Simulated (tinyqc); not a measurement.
# n-type polysilicon, carrier trapping at grain boundaries: effect of the trap density of a grain boundary

One-dimensional grains of size Lg, uniform ionised doping N, monovalent traps Qt at each boundary at a depth Et below (for electrons) or above (for holes) the band edge there, abrupt depletion of width W on each side of a boundary, Boltzmann statistics. xi is the distance from the band edge at the grain centre to the Fermi level. Trapped charge Qt/(1 + exp((xi + VB - Et)/Vt)) = 2 N W, barrier VB = q N W^2/(2 eps0 eps_r).

If the trap equation with xi = Vt ln(NB/N) has a root W < Lg/2, the grain is partly depleted; otherwise W = Lg/2 and the trap equation gives xi = Et - VB + Vt ln(Qt/(N Lg) - 1). N* = Qt/Lg. n0 = NB exp(-xi/Vt); mean density n0 (1 - 2 W/Lg) by charge balance in a partly depleted grain, and n0 (sqrt(pi)/2) erf(u)/u with u = sqrt(VB/Vt) in a fully depleted one; v = sqrt(kB T/(2 pi ms m0)); barrier resistivity Vt exp(VB/Vt)/(q fe n0 v Lg); grain resistivity (1 - 2 W/Lg)/(q n0 mug); effective mobility 1/(q mean density total resistivity). Rows with xi above 0.45 V, towards mid-gap, are left out, since the other carrier type is ignored.

Parameters, values chosen for the exercise; values of the order met in polycrystalline silicon: temperature T = 400 K; relative permittivity eps_r = 11.7; conduction-band density of states at T NB = 4.31e19 cm^-3; grain size Lg = 170 nm; depth of the trap level from the majority band edge at the boundary Et = 0.33 eV; mass for thermionic emission ms = 0.34 m0; correction factor of the emission rate fe = 0.12; mobility inside the grains mug = 110 cm^2/(V s); doping N = 1.6e17 cm^-3.

Constants: q = 1.602176634e-19 C, kB = 1.380649e-23 J/K, m0 = 9.1093837015e-31 kg, Vt = kB T/q, eps0 = 8.8541878128e-14 F/cm where lengths are in cm. Results are converted to the units shown.

The same in every row: xi (V) = 0.1929.

Effect of the trap density of a grain boundary:
```
Qt (cm^-2),N/N*,depleted share 2 W/Lg,VB (V),mean density (cm^-3),resistivity (ohm cm),effective mobility (cm^2/(V s))
2e11,13.60,0.07199,0.004632,1.485e17,0.4706,89.32
3.4e11,8.000,0.1217,0.01323,1.405e17,0.4931,90.07
5.7e11,4.772,0.1991,0.03545,1.281e17,0.6300,77.31
9.7e11,2.804,0.2993,0.08010,1.121e17,1.512,36.81
1.6e12,1.700,0.3662,0.1199,1.014e17,4.231,14.55
2.8e12,0.9714,0.4112,0.1512,9.421e16,10.14,6.534
4.7e12,0.5787,0.4412,0.1740,8.941e16,19.46,3.586
8e12,0.3400,0.4666,0.1946,8.535e16,35.22,2.076
```

As Qt goes from 2e11 to 8e12, VB rises from 0.00463 to 0.195 V, the resistivity rises from 0.471 to 35.2 ohm cm and the effective mobility goes from 89.3 through a maximum of 90.1 (at Qt = 3.4e11 among the rows listed) to 2.08 cm^2/(V s). For Qt = 2e11, 3.4e11 VB is below Vt, where abrupt depletion and thermionic emission are rough.

Program tinyqc, `OMP_NUM_THREADS=1 python tinyqc.py 2830037 2830038 out.jsonl`; Intel Xeon 2.30GHz, shared host, one thread, about 0.01 s.
